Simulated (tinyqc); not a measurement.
Worked calculation: Pariser-Parr-Pople SCF with singles CI, for the molecule C=C1C=CC=CC=C1 (SMILES; centres numbered as the heavy atoms are written). One step of it, computed by the program tinyqc.

Task: Iteration 2: Fock matrix. F_rr = H_rr + P_rr gamma_rr / 2 + sum_(s != r) P_ss gamma_rs; F_rs = H_rs - P_rs gamma_rs / 2; E = tr P (H + F) / 2 + core repulsion sum_(r<s) z_r z_s gamma_rs.

P after iteration 1:
```
           1C         2C         3C         4C         5C         6C         7C         8C
1C   1.216843   0.788267  -0.146754  -0.312492   0.203029   0.203029  -0.312492  -0.146754
2C   0.788267   1.002522   0.424930   0.021750  -0.077400  -0.077400   0.021750   0.424930
3C  -0.146754   0.424930   0.937377   0.781444   0.052972  -0.330452  -0.088048   0.248590
4C  -0.312492   0.021750   0.781444   0.984513   0.516574   0.032539  -0.113259  -0.088048
5C   0.203029  -0.077400   0.052972   0.516574   0.968428   0.754986   0.032539  -0.330452
6C   0.203029  -0.077400  -0.330452   0.032539   0.754986   0.968428   0.516574   0.052972
7C  -0.312492   0.021750  -0.088048  -0.113259   0.032539   0.516574   0.984513   0.781444
8C  -0.146754   0.424930   0.248590  -0.088048  -0.330452   0.052972   0.781444   0.937377
```

core matrix H (eV):
```
            1C          2C          3C          4C          5C          6C          7C          8C
1C  -35.058089   -2.390000    0.000000    0.000000    0.000000    0.000000    0.000000    0.000000
2C   -2.390000  -41.228643   -2.390000    0.000000    0.000000    0.000000    0.000000   -2.390000
3C    0.000000   -2.390000  -39.814728   -2.390000    0.000000    0.000000    0.000000    0.000000
4C    0.000000    0.000000   -2.390000  -38.754971   -2.390000    0.000000    0.000000    0.000000
5C    0.000000    0.000000    0.000000   -2.390000  -38.362035   -2.390000    0.000000    0.000000
6C    0.000000    0.000000    0.000000    0.000000   -2.390000  -38.362035   -2.390000    0.000000
7C    0.000000    0.000000    0.000000    0.000000    0.000000   -2.390000  -38.754971   -2.390000
8C    0.000000   -2.390000    0.000000    0.000000    0.000000    0.000000   -2.390000  -39.814728
```

repulsion gamma_rs (eV):
```
           1C         2C         3C         4C         5C         6C         7C         8C
1C  11.130000   5.345539   3.929087   2.871015   2.476173   2.476173   2.871015   3.929087
2C   5.345539  11.130000   5.345691   3.772432   3.243428   3.243428   3.772432   5.345691
3C   3.929087   5.345691  11.130000   5.345136   3.773541   3.243926   3.243627   3.773721
4C   2.871015   3.772432   5.345136  11.130000   5.346273   3.773156   3.243332   3.243627
5C   2.476173   3.243428   3.773541   5.346273  11.130000   5.345539   3.773156   3.243926
6C   2.476173   3.243428   3.243926   3.773156   5.345539  11.130000   5.346273   3.773541
7C   2.871015   3.772432   3.243627   3.243332   3.773156   5.346273  11.130000   5.345136
8C   3.929087   5.345691   3.773721   3.243627   3.243926   3.773541   5.345136  11.130000
```

Centres (angstrom, eV; a flat drawing with bonds scaled to 1.40 angstrom):
```
centre          x          y  core charge z          W   gamma_rr
1C       2.637000   0.000000              1  11.160000  11.130000
2C       1.237000   0.000000              1  11.160000  11.130000
3C       0.629000   1.261000              1  11.160000  11.130000
4C      -0.736000   1.573000              1  11.160000  11.130000
5C      -1.830000   0.700000              1  11.160000  11.130000
6C      -1.830000  -0.700000              1  11.160000  11.130000
7C      -0.736000  -1.573000              1  11.160000  11.130000
8C       0.629000  -1.261000              1  11.160000  11.130000
```

Give: F; pi energy.

Result:

F (eV):
```
         1C       2C       3C       4C       5C       6C       7C       8C
1C  -5.1122  -4.4969   0.2883   0.4486  -0.2514  -0.2514   0.4486   0.2883
2C  -4.4969  -5.4130  -3.5258  -0.0410   0.1255   0.1255  -0.0410  -3.5258
3C   0.2883  -3.5258  -5.6689  -4.4785  -0.0999   0.5360   0.1428  -0.4691
4C   0.4486  -0.0410  -4.4785  -5.9251  -3.7709  -0.0614   0.1837   0.1428
5C  -0.2514   0.1255  -0.0999  -3.7709  -5.9750  -4.4079  -0.0614   0.5360
6C  -0.2514   0.1255   0.5360  -0.0614  -4.4079  -5.9750  -3.7709  -0.0999
7C   0.4486  -0.0410   0.1428   0.1837  -0.0614  -3.7709  -5.9251  -4.4785
8C   0.2883  -3.5258  -0.4691   0.1428   0.5360  -0.0999  -4.4785  -5.6689
```

pi energy = -100.6536 eV
